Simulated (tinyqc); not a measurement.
AlGaN/GaN HEMT with access regions, lumped model: one step of the calculation.

A polarisation-induced electron sheet under a Schottky gate, in series with two ungated access regions and contacts. Drift law v = mu E/(1 + mu E/vs) under the gate. Currents in mA/mm, resistances in ohm mm. No self-heating, no channel-length modulation; fits for polarisation, barrier and offset are chosen for the exercise.

Task. On-resistance and breakdown. sigma = (5e13 x + 1.6e13 x^2) cm^-2, phiB = 0.84 + 1.3 x, dEc = 0.7 (1.71 x + x^2) in volts, Cb = eps0 eps_r/d, VT = phiB - dEc - q sigma/Cb, access density n0 = -Cb VT/q. Ron = 2 Rc + Ls/(q mu n0) + Ld/(q mu (1 - ft) n0) + Lg/(mu Cb (Vg - VT)). Off state: a depleted stretch that holds the voltage V has the peak field sqrt(k V), k = 2 q n0/(eps0 eps_r te), so one edge holds V1 = Ec^2/k. The sheet under the plate pinches off at Vf = q n0 (1/Cb + tf/(eps0 ei)); beyond it the gate edge is screened. BV = V1 if Vf >= V1, else Vf + V1, and at most Ec Ld. Specific resistance Ron (Ls + Lg + Ld); figure of merit BV^2 over it.

Inputs (values chosen for the exercise); values close to those of AlGaN/GaN structures: aluminium share of the barrier x = 0.22; barrier thickness d = 25 nm; relative permittivity of barrier and channel eps_r = 9.3; channel mobility mu = 2000 cm^2/(V s); saturation velocity vs = 1.2e7 cm/s; gate length Lg = 0.25 um; source access length Ls = 1.5 um; drain access length Ld = 16 um; resistance of each contact Rc = 0.43 ohm mm; share of the drain-access electrons removed by traps ft = 0; gate voltage Vg = 1 V; critical field Ec = 2.7 MV/cm; depth over which the depleted charge spreads te = 0.45 um; insulator under the field plate tf = 200 nm; relative permittivity of that insulator ei = 3.9.

Constants: q = 1.602176634e-19 C, eps0 = 8.8541878128e-14 F/cm where lengths are in cm. Results are converted to the units shown.

Find: Ron; Vf; V1; BV; specific resistance; figure of merit.

Result.

Ron = 6.3474 ohm mm
Vf = 98.349 V
V1 = 83.710 V
BV = 83.710 V
specific resistance = 1.1267 mohm cm^2
figure of merit = 6.2196 MW/cm^2

The plate pinches off too late to screen the gate edge, so it adds nothing.

Program tinyqc, `OMP_NUM_THREADS=1 python tinyqc.py 2570173 2570174 out.jsonl`; Intel Xeon 2.30GHz, shared host, one thread, about 0.03 s.
